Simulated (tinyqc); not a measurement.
Spherical quantum dot: one step. Charging energy. Three cases, with inputs chosen for the exercise.

Task: Two electrons in the hard-wall 1s state repel by U = 1.786 q/(eps R) + q (1/eps_o - 1/eps)/R, the second term from the polarisation of the surface; q = e^2/(4 pi eps0). The addition energies are U for the second electron and U + E(1p) - E(1s) for the third, with U taken as constant and hard-wall levels.

Constants: e^2/(4 pi eps0) = 14.39964547 eV angstrom.

Case 1.

Values chosen (out of a larger set: near those of a non-polar GaN dot in AlN; not measured data): R = 14 angstrom (radius); eps = 9.8 (dielectric constant inside); eps_o = 5 (dielectric constant beyond a thin barrier shell (oxide or ligands)).

Hard walls:
```
state  degeneracy         x    E (eV)
1s              1  3.141593  0.954488
1p              3  4.493409  1.952642
1d              5  5.763459  3.212456
2s              1  6.283185  3.817952
1f              7  6.987932  4.722458
2p              3  7.725252  5.771599
```

Case 2.

Values chosen (out of a larger set: near those of a Si dot in SiO2, with the mean mass 3/(2/mt + 1/ml) for all six valleys; not measured data): R = 15 angstrom (radius); eps = 11.6 (dielectric constant inside); eps_o = 3.8 (dielectric constant of the oxide).

Hard walls:
```
state  degeneracy         x    E (eV)
1s              1  3.141593  0.660571
1p              3  4.493409  1.351362
1d              5  5.763459  2.223240
2s              1  6.283185  2.642285
1f              7  6.987932  3.268265
2p              3  7.725252  3.994342
```

Case 3.

Values chosen (out of a larger set: near those of a non-polar GaN dot in AlN; not measured data): R = 18 angstrom (radius); eps = 9.7 (dielectric constant inside); eps_o = 6.7 (dielectric constant beyond a thin barrier shell (oxide or ligands)).

Hard walls:
```
state  degeneracy         x    E (eV)
1s              1  3.141593  0.583210
1p              3  4.493409  1.193100
1d              5  5.763459  1.962869
2s              1  6.283185  2.332838
1f              7  6.987932  2.885507
2p              3  7.725252  3.526551
```

Give: direct term; polarisation term; addition energies.

Result:

Case 1.

direct term = 187.4 meV
polarisation term = 100.8 meV

addition energies (meV): 288.2  1286.4

Case 2.

direct term = 147.8 meV
polarisation term = 169.9 meV

addition energies (meV): 317.7  1008.5

Case 3.

direct term = 147.3 meV
polarisation term = 36.9 meV

addition energies (meV): 184.2  794.1

Computed by tinyqc, one run a case: `OMP_NUM_THREADS=1 python tinyqc.py N N+1 out.jsonl` with N = 1251669, 1252365, 1280376; one thread of a shared Intel(R) Xeon(R) Processor @ 2.30GHz, about 0.04 s a run at most.
